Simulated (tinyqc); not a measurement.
Phonon transmission through an interface between two chains by Green functions: one step, computed by the program tinyqc.

Two semi-infinite chains (masses m_1, m_2; springs k_1, k_2), motion along the chain. The central region holds the end atom of each chain, joined by springs k_b. lambda = omega^2 in eV/(angstrom^2 u); nu = 15.6333042 THz x sqrt(lambda).

Question. Transmission at the probe frequency. A = lambda M - K - Sigma over the central atoms, with K_ii the sum of the springs at i, K_(i,i+1) = -k_b; G = inverse of A; transmission = Gamma_1 Gamma_2 |G_(first,last)|^2.

Atoms in the interlayer: none.

A (complex symmetric) (eV/angstrom^2), rows end of 1, end of 2:
$$\begin{pmatrix}
3.049872+6.964530i & 1.190000 \\
1.190000 & 1.013702+6.080293i
\end{pmatrix}$$

Gamma_1 = 13.92906 eV/angstrom^2

Gamma_2 = 12.16059 eV/angstrom^2

Give: G_(first,last); transmission.

Answer.

G_(first,last) = 0.02095+0.01319i angstrom^2/eV

transmission = 0.1039
